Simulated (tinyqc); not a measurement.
# n-type polysilicon, carrier trapping at grain boundaries: effects of single changes

One-dimensional grains of size Lg, uniform ionised doping N, monovalent traps Qt at each boundary at a depth Et below (for electrons) or above (for holes) the band edge there, abrupt depletion of width W on each side of a boundary, Boltzmann statistics. xi is the distance from the band edge at the grain centre to the Fermi level. Trapped charge Qt/(1 + exp((xi + VB - Et)/Vt)) = 2 N W, barrier VB = q N W^2/(2 eps0 eps_r).

Inputs (values chosen for the exercise); values of the order met in polycrystalline silicon: temperature T = 350 K; relative permittivity eps_r = 11.7; conduction-band density of states at T NB = 3.53e19 cm^-3; grain size Lg = 180 nm; trap density of a grain boundary Qt = 1.8e12 cm^-2; depth of the trap level from the majority band edge at the boundary Et = 0.42 eV; mass for thermionic emission ms = 0.58 m0; correction factor of the emission rate fe = 0.5; mobility inside the grains mug = 44 cm^2/(V s); doping N = 6.1e17 cm^-3.

Constants: q = 1.602176634e-19 C, kB = 1.380649e-23 J/K, m0 = 9.1093837015e-31 kg, Vt = kB T/q, eps0 = 8.8541878128e-14 F/cm where lengths are in cm. Results are converted to the units shown.

Each table varies one quantity; the others keep the values above.

## Effect of the doping

If the trap equation with xi = Vt ln(NB/N) has a root W < Lg/2, the grain is partly depleted; otherwise W = Lg/2 and the trap equation gives xi = Et - VB + Vt ln(Qt/(N Lg) - 1). N* = Qt/Lg. n0 = NB exp(-xi/Vt); mean density n0 (1 - 2 W/Lg) by charge balance in a partly depleted grain, and n0 (sqrt(pi)/2) erf(u)/u with u = sqrt(VB/Vt) in a fully depleted one; v = sqrt(kB T/(2 pi ms m0)); barrier resistivity Vt exp(VB/Vt)/(q fe n0 v Lg); grain resistivity (1 - 2 W/Lg)/(q n0 mug); effective mobility 1/(q mean density total resistivity). Rows with xi above 0.45 V, towards mid-gap, are left out, since the other carrier type is ignored.

Results:
```
N (cm^-3),N/N*,depleted share 2 W/Lg,VB (V),xi (V),mean density (cm^-3),resistivity (ohm cm),effective mobility (cm^2/(V s))
1.1e16,0.1100,1.000,0.06890,0.4142,2.177e13,1403,204.4
2.2e16,0.2200,1.000,0.1378,0.3204,3.558e14,614.6,28.54
4.6e16,0.4600,0.8943,0.2304,0.2004,4.861e15,248.4,5.170
9.8e16,0.9800,0.6124,0.2302,0.1775,3.799e16,116.1,1.416
2.1e17,2.100,0.4032,0.2139,0.1546,1.253e17,31.77,1.568
9.1e17,9.100,0.1099,0.06879,0.1103,8.100e17,0.1977,38.98
1.9e18,19.00,0.05263,0.03296,0.08813,1.800e18,0.07934,43.71
4e18,40.00,0.02500,0.01566,0.06568,3.900e18,0.03688,43.39
```

Estimate the missing row, N = 4.3e17 cm^-3.

Computed row:
```
N (cm^-3),N/N*,depleted share 2 W/Lg,VB (V),xi (V),mean density (cm^-3),resistivity (ohm cm),effective mobility (cm^2/(V s))
4.3e17,4.300,0.2306,0.1432,0.1329,3.308e17,1.726,10.93
```

With this row back in the table: As N goes from 1.1e16 to 4e18, VB goes from 0.0689 through a maximum of 0.230 (at N = 4.6e16 among the rows listed) to 0.0157 V, the resistivity falls from 1400 to 0.0369 ohm cm and the effective mobility moves up and down between 1.42 and 204 cm^2/(V s). The steepest fall of the resistivity among the rows, as N^(-4.1), lies between N = 2.1e17 and 4.3e17 cm^-3; N* = 1.00e17 cm^-3. While the grain is fully depleted VB grows as N; once the traps are full it falls as 1/N. For N = 4e18 xi is under 2.5 Vt, where Boltzmann statistics begin to fail. For N = 4e18 VB is below Vt, where abrupt depletion and thermionic emission are rough. For N = 4.6e16 the grain is near the changeover between partial and full depletion, within a few Debye lengths, where both limits are rough. For N = 1.1e16 the effective mobility exceeds mug, since drift through the depleted part of the grain is left out.

## Effect of the trap density of a grain boundary

Same model as above.

N* = Qt/Lg.

The same in every row: xi (V) = 0.1224.

Effect of the trap density of a grain boundary:
```
Qt (cm^-2),N/N*,depleted share 2 W/Lg,VB (V),mean density (cm^-3),resistivity (ohm cm),effective mobility (cm^2/(V s))
2e11,54.90,0.01821,0.001268,5.989e17,0.2377,43.85
3.4e11,32.29,0.03096,0.003663,5.911e17,0.2355,44.84
5.7e11,19.26,0.05191,0.01030,5.783e17,0.2331,46.30
9.7e11,11.32,0.08833,0.02981,5.561e17,0.2362,47.53
1.6e12,6.862,0.1456,0.08101,5.212e17,0.3305,36.23
2.8e12,3.921,0.2384,0.2172,4.646e17,12.23,1.098
4.7e12,2.336,0.2712,0.2811,4.446e17,100.4,0.1398
8e12,1.373,0.2853,0.3109,4.360e17,269.6,0.05310
```

As Qt goes from 2e11 to 8e12, VB rises from 0.00127 to 0.311 V, the resistivity goes from 0.238 through a minimum of 0.233 (at Qt = 5.7e11 among the rows listed) to 270 ohm cm and the effective mobility goes from 43.8 through a maximum of 47.5 (at Qt = 9.7e11 among the rows listed) to 0.0531 cm^2/(V s). For Qt = 2e11, 3.4e11, 5.7e11, 9.7e11 VB is below Vt, where abrupt depletion and thermionic emission are rough. For Qt = 3.4e11, 5.7e11, 9.7e11 the effective mobility exceeds mug, since drift through the depleted part of the grain is left out.

Numbers from tinyqc (`OMP_NUM_THREADS=1 python tinyqc.py 2830212 2830213 out.jsonl`; about 0.01 s on one thread of a shared Intel Xeon 2.30GHz).
